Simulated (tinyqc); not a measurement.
Rate against the binding of B: microkinetic model of a Langmuir-Hinshelwood surface reaction A + (1/2) B2 = AB with Bronsted-Evans-Polanyi barriers. Computed by tinyqc, a small Python program. Command: `OMP_NUM_THREADS=1 python tinyqc.py 3003686 3003687 out.jsonl microkin walk`. One thread of a shared host (Intel(R) Xeon(R) Processor @ 2.30GHz), about 0.01 s of CPU time with the checks.

A adsorbs in equilibrium; B2 dissociates irreversibly on two free sites; adsorbed A and B react irreversibly and AB leaves at once. theta_A + theta_B + theta_* = 1.

Inputs (values chosen for the exercise, for a model catalyst):

| quantity | value | unit |
|---|---|---|
| adsorption energy of A, E_A | -0.884 | eV |
| entropy loss of A, S_A | 1.3 | meV/K |
| entropy loss of B2, S_B | 2 | meV/K |
| slope a1 of the dissociation barrier | 0.64 | - |
| intercept b1 | 1 | eV |
| slope a2 of the reaction barrier | 0.5 | - |
| intercept b2 | 0.26 | eV |
| pressure p_A | 0.17 | bar |
| pressure p_B | 0.088 | bar |
| temperature T | 650 | K |

Constants: k_B = 8.617333262e-05 eV/K; hbar = 6.582119569e-16 eV s.

Method. K_A = exp(-(E_A + T S_A)/(k_B T)) per bar; barriers E1 = max(b1 + a1 2 E_B, 0), E2 = b2 - a2 (E_A + E_B); k1 = (k_B T/h) exp(-S_B/k_B) exp(-E1/(k_B T)) per bar, k2 = (k_B T/h) exp(-E2/(k_B T)), h = 2 pi hbar. theta_A = K_A p_A theta_*; 2 k1 p_B theta_*^2 = k2 theta_A theta_B, so theta_B = w theta_* with w = 2 k1 p_B/(k2 K_A p_A); theta_* = 1/(1 + K_A p_A + w); rate r = k2 theta_A theta_B.

Changing E_B at fixed E_A:

| E_B (eV) | E1 (eV) | E2 (eV) | theta_* | theta_A | theta_B | log10 r |
|---|---|---|---|---|---|---|
| -2.40 | 0 | 1.902 | 4.1657e-05 | 1.4208e-05 | 9.9994e-01 | -6.4629 |
| -2.10 | 0 | 1.752 | 6.0588e-04 | 2.0664e-04 | 9.9919e-01 | -4.1375 |
| -1.80 | 0 | 1.602 | 8.7228e-03 | 2.9750e-03 | 9.8830e-01 | -1.8210 |
| -1.50 | 0 | 1.452 | 1.0959e-01 | 3.7376e-02 | 8.5304e-01 | 0.3772 |
| -1.25 | 0 | 1.327 | 4.5941e-01 | 1.5669e-01 | 3.8390e-01 | 1.6221 |
| -1.00 | 0 | 1.202 | 6.9892e-01 | 2.3838e-01 | 6.2699e-02 | 1.9866 |
| -0.75 | 0.04 | 1.077 | 7.4306e-01 | 2.5343e-01 | 3.5037e-03 | 1.7296 |
| -0.50 | 0.36 | 0.952 | 7.4568e-01 | 2.5432e-01 | 1.2467e-06 | -0.7485 |
| -0.25 | 0.68 | 0.827 | 7.4568e-01 | 2.5432e-01 | 4.4201e-10 | -3.2296 |
| 0.00 | 1.00 | 0.702 | 7.4568e-01 | 2.5432e-01 | 1.5672e-13 | -5.7107 |

What follows from these numbers?

The rate is highest at E_B = -1 eV among these rows, where theta_B = 0.063. On the weak-binding side log10 r falls by 9.9 per eV, from the dissociation barrier (2 a1/(k_B T ln 10) = 9.9). On the strong-binding side B fills the surface and the rate falls again: the Sabatier volcano.

Extremes, crossings and ranges named in words are read from the listed rows.
